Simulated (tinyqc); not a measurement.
Worked calculation: molecular dynamics of a small cluster by velocity Verlet steps. Computed by tinyqc, a small Python program that keeps every step. Command: `OMP_NUM_THREADS=1 python tinyqc.py 3030273 3030274 out.jsonl verlet walk`. One thread of a shared host (Intel(R) Xeon(R) Processor @ 2.30GHz), about 0.08 s of CPU time with the checks. Intermediate numbers are printed to about 6 digits and carried at full precision; extremes and crossings named in words are read from the listed rows.

E = sum_(i<j) phi(r_ij), phi(r) = eps [exp(-2 alpha (r - r0)) - 2 exp(-alpha (r - r0))]; the force on i is -sum_j phi'(r_ij) (R_i - R_j)/r_ij.

Inputs (values chosen for the exercise, for model atoms): length r0 = 3.02 angstrom; well depth eps = 0.38 eV; stiffness alpha = 1.59 1/angstrom; atomic mass M = 154 u; time step dt = 9 fs; steps = 100.

Potential: Morse. Thermostat: none.

starting positions (angstrom), rows atom 1, atom 2, atom 3, atom 4, atom 5, columns x, y, z:
$$\begin{pmatrix}
0.03 & -0.01 & 0.01 \\
3.03 & 0 & 0.02 \\
1.46 & 2.65 & 0.02 \\
1.56 & 0.85 & 2.43 \\
1.48 & 0.81 & -2.43
\end{pmatrix}$$

starting velocities (angstrom/fs), rows atom 1, atom 2, atom 3, atom 4, atom 5, columns x, y, z:
$$\begin{pmatrix}
0.0018 & -0.00217 & 0.00208 \\
-0.00234 & -8e-05 & -0.00025 \\
5e-05 & -0.00025 & -0.00148 \\
-0.0001 & 0.00137 & -0.00125 \\
0.0006 & 0.00113 & 0.00091
\end{pmatrix}$$

Constants: 1 eV/(angstrom u) = 9.648533212e-03 angstrom/fs^2; k_B = 8.617333262e-05 eV/K.

## State at the start

Velocity Verlet: a = c F/M with c = 9.648533212e-3 angstrom/fs^2 per eV/(angstrom u); R(new) = R + v dt + a dt^2/2; v(new) = v + (a + a(new)) dt/2. Kinetic energy K = M v^2/(2c); temperature T = 2K/((3N - 3) k_B), rotation of the cluster included.

forces (eV/angstrom), rows atom 1, atom 2, atom 3, atom 4, atom 5, columns x, y, z:
$$\begin{pmatrix}
-0.144868 & -0.059156 & 0.070553 \\
0.080897 & 0.033839 & -0.118173 \\
0.050855 & -0.119856 & -0.077251 \\
-0.049799 & 0.052760 & 0.140182 \\
0.062915 & 0.092413 & -0.015311
\end{pmatrix}$$

potential energy = -3.44302 eV

kinetic energy = 0.207410 eV

temperature = 401.148 K

## Step 1

The formulas are those given above.

positions after step 1 (angstrom), rows atom 1, atom 2, atom 3, atom 4, atom 5, columns x, y, z:
$$\begin{pmatrix}
0.04583 & -0.02968 & 0.02890 \\
3.00915 & -0.00063 & 0.01745 \\
1.46058 & 2.64745 & 0.00648 \\
1.55897 & 0.86246 & 2.41911 \\
1.48556 & 0.82040 & -2.42185
\end{pmatrix}$$

new forces (eV/angstrom), rows atom 1, atom 2, atom 3, atom 4, atom 5, columns x, y, z:
$$\begin{pmatrix}
-0.233529 & -0.056442 & 0.001713 \\
0.212050 & -0.003282 & -0.115050 \\
0.033342 & -0.084418 & -0.055198 \\
-0.038410 & 0.072886 & 0.222461 \\
0.026547 & 0.071256 & -0.053927
\end{pmatrix}$$

velocities after step 1 (angstrom/fs), rows atom 1, atom 2, atom 3, atom 4, atom 5, columns x, y, z:
$$\begin{pmatrix}
0.00169332 & -0.00220259 & 0.00210037 \\
-0.00225741 & -0.00007138 & -0.00031575 \\
0.00007374 & -0.00030759 & -0.00151734 \\
-0.00012487 & 0.00140542 & -0.00114776 \\
0.00062522 & 0.00117614 & 0.00089048
\end{pmatrix}$$

total energy = -3.23562 eV

## Step 2

The formulas are those given above.

positions after step 2 (angstrom), rows atom 1, atom 2, atom 3, atom 4, atom 5, columns x, y, z:
$$\begin{pmatrix}
0.06048 & -0.04965 & 0.04781 \\
2.98937 & -0.00128 & 0.01432 \\
1.46133 & 2.64446 & -0.00731 \\
1.55775 & 0.87530 & 2.40934 \\
1.49125 & 0.83117 & -2.41397
\end{pmatrix}$$

new forces (eV/angstrom), rows atom 1, atom 2, atom 3, atom 4, atom 5, columns x, y, z:
$$\begin{pmatrix}
-0.328914 & -0.054312 & -0.067017 \\
0.349198 & -0.040089 & -0.107084 \\
0.015088 & -0.046221 & -0.027179 \\
-0.024535 & 0.094211 & 0.299802 \\
-0.010837 & 0.046411 & -0.098522
\end{pmatrix}$$

velocities after step 2 (angstrom/fs), rows atom 1, atom 2, atom 3, atom 4, atom 5, columns x, y, z:
$$\begin{pmatrix}
0.00153474 & -0.00223382 & 0.00208196 \\
-0.00209917 & -0.00008361 & -0.00037838 \\
0.00008739 & -0.00034442 & -0.00154057 \\
-0.00014262 & 0.00145253 & -0.00100051 \\
0.00062965 & 0.00120932 & 0.00084750
\end{pmatrix}$$

total energy = -3.23556 eV

## Fastest vibration

Relax the cluster, diagonalise the Hessian (central differences): omega_max = sqrt(c lambda_max/M). Verlet steps are stable for omega_max dt < 2.

omega_max = 0.0226530 1/fs

shortest period = 277.366 fs

omega_max dt = 0.203877

The step is 1/30.8 of the shortest period.

## The trajectory

Spread = largest minus smallest value. The test of the step is the spread (largest minus smallest) of the total energy over the run without thermostat, against the spread of K; the step passes below 5 %. The mean T is over the second half.

Course of the run (evenly spaced rows):
```
step  t (fs)    U (eV)    K (eV)  U + K (eV)    T (K)
0          0  -3.44302  0.207410    -3.23561  401.148
7         63  -3.35351  0.118583    -3.23492  229.349
14       126  -3.34770  0.112305    -3.23539  217.208
21       189  -3.28739  0.052421    -3.23497  101.386
28       252  -3.34506  0.109913    -3.23515  212.580
35       315  -3.38986  0.154361    -3.23550  298.548
42       378  -3.38630  0.150983    -3.23532  292.014
49       441  -3.38122  0.145971    -3.23525  282.321
56       504  -3.31501  0.080038    -3.23497  154.801
63       567  -3.34202  0.106563    -3.23546  206.101
70       630  -3.30134  0.066377    -3.23496  128.378
77       693  -3.35336  0.117953    -3.23541  228.132
84       756  -3.30568  0.070741    -3.23494  136.819
91       819  -3.37753  0.142417    -3.23512  275.447
98       882  -3.42720  0.191358    -3.23584  370.103
```

spread of the total energy = 0.00107938 eV

spread of the total over spread of K = 0.00664110

mean temperature = 212.837 K

The total energy keeps within 0.66 % of the swings of K, so the step passes.

## Energy conservation against the time step

Runs without thermostat over the same span of time, steps x dt; spread = largest minus smallest value. For contrast, the energy gained over the first 30 dt (dt of the inputs) by explicit Euler steps: R(new) = R + v dt, v(new) = v + a dt.

Energy error (eV):
```
dt (fs)  omega_max dt  Verlet, spread of U + K  Euler, gain in U + K
1.125        0.025485              1.68746e-05               0.01535
2.250        0.050969              6.75021e-05               0.03234
4.500        0.101939              2.69294e-04               0.07178
9.000        0.203877              1.07938e-03               0.17611
18.000       0.407755              4.03516e-03               0.51044
27.000       0.611632              9.46771e-03               1.04416
```

The Verlet error grows as dt^2.00 between the first rows, the second order of the method. Euler steps gain energy steadily: over that short span the gain in the first row is already 910 times the Verlet spread of the whole run, and it grows as dt^1.07, tending to the first order of that method as dt shrinks. Caution: where the Euler gain approaches or exceeds the binding energy the cluster has blown apart.

Checks made by the program: time reversal over 50 steps (relative difference below 1e-10).
